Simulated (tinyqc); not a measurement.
Heavy doping: band filling, gap narrowing, band tails and the effective intrinsic density. Changing the donor density N_D. Computed by tinyqc, a small Python program. Command: `OMP_NUM_THREADS=1 python tinyqc.py 3004964 3004965 out.jsonl gapnarrow sweep`. One thread of a shared host (Intel(R) Xeon(R) Processor @ 2.30GHz), about 0.04 s of CPU time with the checks.

An n-type crystal above its Mott density, with all dopants ionised: n = N_D - N_A, ionised centres N_I = N_D + N_A. Valleys are taken as spherical with mass m_e.

Inputs (values chosen for the exercise, modelled on CdTe): gap E_g = 1.54 eV; electron mass m_e = 0.0966 m_0; valleys M_c = 1; hole mass m_h = 0.634 m_0; dielectric constant eps = 10.2; compensation ratio N_A/N_D = 0.5; temperature T = 77 K.

Conduction band: parabolic.

Constants: a_0 = 0.529177210903 angstrom; Ry = 13.605693123 eV; k_B = 8.617333262e-05 eV/K; hbar^2/(2 m_0) = 3.80998212 eV angstrom^2; e = 1.602176634e-19 C; eps_0 = 8.8541878128e-12 F/m; e^2/(4 pi eps_0) = 14.39964548 eV angstrom.

Method:
- n = N_D (1 - ratio); Ry* = Ry m_e/eps^2, a* = a_0 eps/m_e; r_s = (3/(4 pi n))^(1/3)/a*; k_F = (3 pi^2 n/M_c)^(1/3); Mott density (0.26/a*)^3.
- n = M_c (1/(2 pi^2)) (m_e/(hbar^2/2m_0))^(3/2) int sqrt(E) f dE, f = 1/(1 + exp((E - E_F)/k_B T)); trapezoid rule in t = sqrt(E/k_B T), step 0.02 up to 12; E_F by bisection from the band edge.
- At T = 0, E_F = (hbar^2/2m_0) k_F^2/m_e; dn/dE_F uses f (1 - f)/k_B T in place of f.
- Screening: q^2 = (e/(eps eps_0)) dn/dE_F. Exchange lowers the conduction band by (1/pi) k_F e^2/(4 pi eps_0 eps) (T = 0 Hartree-Fock at k_F, taken as a rigid shift). Screening raises the valence band by (q/2) e^2/(4 pi eps_0 eps) (static Coulomb hole). The narrowing is the sum; electron correlation and carrier-ion shifts are left out. Root-mean-square potential of randomly placed ions: V_rms = (e^2/(4 pi eps_0 eps)) sqrt(2 pi N_I/q).
- Absorption edge of a direct gap, from the valence band at k_F (T = 0 value) to the Fermi level: E_g - narrowing + E_F + (hbar^2/2m_0) k_F^2/m_h, k_F = (3 pi^2 n)^(1/3); the shift is the edge less E_g. n p/n_i^2 = exp(narrowing/k_B T) x (n/N) exp(-E_F/k_B T), N being the limit of n exp(-E_F/k_B T) far below the edge (taken at E_F = -12 k_B T); apparent narrowing = k_B T ln(n p/n_i^2).

One run for each value; columns: (1) donor density N_D (cm^-3); (2) E_F above the band edge (meV); (3) gap narrowing (meV); (4) screening length 1/q (angstrom); (5) apparent narrowing (meV); (6) V_rms (meV):
```
(1)         (2)    (3)    (4)     (5)    (6)
7.20e+17   16.9  24.71  47.64    16.5   25.4
1.20e+18   25.4  28.40  42.34    15.1   30.9
2.00e+18   36.7  32.37  38.23    11.0   37.9
3.30e+18   52.0  36.66  34.89     3.4   46.5
5.60e+18   74.5  41.77  31.83   -10.5   57.9
1.60e+19  150.8  54.29  26.65   -67.3   89.5
2.60e+19  208.5  61.41  24.57  -114.7  109.5
4.30e+19  291.7  69.90  22.59  -186.1  135.1
```

Give the missing row, donor density N_D (cm^-3) = 9.30e+18.

Computed row; columns: (1) donor density N_D (cm^-3); (2) E_F above the band edge (meV); (3) gap narrowing (meV); (4) screening length 1/q (angstrom); (5) apparent narrowing (meV); (6) V_rms (meV):
```
(1)         (2)    (3)    (4)    (5)   (6)
9.30e+18  104.8  47.38  29.20  -31.8  71.4
```

Interpolating between the two neighbouring rows (the first column on a logarithmic scale, the others too where they are positive) misses most in apparent narrowing (meV), by 19 %. Over the rows, E_F above the band edge (meV) rises from 16.9 to 292 (exponent d ln y / d ln x 0.80 between the first rows and 0.67 between the last); gap narrowing (meV) rises from 24.7 to 69.9 (exponent d ln y / d ln x 0.27 between the first rows and 0.26 between the last); screening length 1/q (angstrom) falls from 47.6 to 22.6 (exponent d ln y / d ln x -0.23 between the first rows and -0.17 between the last). At the high end the exponent of E_F above the band edge is 0.67, close to 0.67: the exponent of a degenerate parabolic band. At the high end the exponent of screening length 1/q is -0.17, close to -0.17: the exponent of Thomas-Fermi screening in a parabolic band. The apparent narrowing turns negative where band filling lowers n p by more than the narrowing raises it.

Caution (rows 7.20e17, 1.20e18, 2.00e18): V_rms exceeds both E_F and k_B T, so band tails reshape the edge. Caution (rows 7.20e17, 1.20e18): r_s is above 1.2, where these high-density terms are rough. Caution (rows 2.00e18, 3.30e18, 5.60e18, 9.30e18, 1.60e19, 2.60e19, 4.30e19): the screening length is well below a*, where static Thomas-Fermi screening overstates the Coulomb hole. Caution (rows 2.60e19, 4.30e19): E_F exceeds a tenth of the gap, so the parabolic band overstates it, by tens of per cent once E_F nears E_g; higher valleys may fill as well.
